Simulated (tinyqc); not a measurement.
# Thermionic-field emission through a Schottky barrier, WKB: effect of temperature

Metal on an n-type semiconductor with one parabolic valley; V > 0 is forward bias (metal positive). Energies E are counted from the conduction edge of the neutral semiconductor, whose Fermi level lies at -xi; that of the metal lies at -xi - V. The barrier is a parabola of height Vd = phi - xi - V (depletion approximation, no image force).

Nc = 2 (2 pi me m0 kB T/h^2)^1.5 (times 1e-6 for cm^-3); Nd = Nc F12(-xi/Vt), F12(x) = (2/sqrt(pi)) int_0^infinity sqrt(u)/(1 + exp(u - x)) du; E00 = (hbar/2) sqrt(Nd/(me m0 eps0 eps_r)) in SI units (volts). For E < Vd, ln T(E) = -(Vd/E00) [sqrt(1 - y) - y ln((1 + sqrt(1 - y))/sqrt(y))], y = E/Vd; T(E) = 1 above. J = A* T (q/kB) int_0^infinity T(E) N(E) dE, N = ln[(1 + exp((-xi - E)/Vt))/(1 + exp((-xi - V - E)/Vt))], A* = 4 pi q me m0 kB^2/h^3 (times 1e-4 for A/(cm^2 K^2)). The integral is converged to the digits shown; the share over the barrier is that of E > Vd, and 0 means below 1e-6 %. phi is held fixed. By a common rule of thumb, E00/Vt below 0.5 marks thermionic emission, 0.5 to 5 thermionic-field emission and above 5 field emission.

Parameters, values chosen for the exercise; band and dielectric values close to those of gallium nitride: electron mass me = 0.201 m0; relative permittivity eps_r = 9.42; barrier height seen from the metal phi = 1.2 eV; donor density Nd = 7.9e18 cm^-3; bias V = 0.51 V.

Constants: q = 1.602176634e-19 C, kB = 1.380649e-23 J/K, eps0 = 8.8541878128e-12 F/m, hbar = 1.054571817e-34 J s, h = 6.62607015e-34 J s, m0 = 9.1093837015e-31 kg, Vt = kB T/q. Results are converted to the units shown.

Effect of temperature:
```
T (K)  E00/Vt  J (A/cm^2)  share over the barrier (%)  mean E/Vd
60      7.335      0.1902                           0    0.06135
100     4.401      0.2401                           0    0.07161
150     2.934      0.3771                           0    0.09435
200     2.200      0.7024                           0     0.1313
250     1.760       1.522                     1.22e-6     0.1842
300     1.467       3.696                     1.51e-4     0.2503
400     1.100       24.94                      0.0314     0.3945
500    0.8802       153.2                       0.437     0.5200
```

What does the table show?

J rises from 0.190 to 153 A/cm^2, and the mean E/Vd rises from 0.0614 to 0.520, as E00/Vt falls from 7.33 (field emission) to 0.880 (thermionic-field emission). Between the first two rows J changes by a factor of 1.26, between the last two by 6.14.

Range of the model: The depletion approximation, a parabolic band and the neglect of image-force lowering make these currents estimates at high doping.

Program tinyqc, `OMP_NUM_THREADS=1 python tinyqc.py 2640052 2640053 out.jsonl`; Intel Xeon 2.30GHz, shared host, one thread, about 0.02 s.
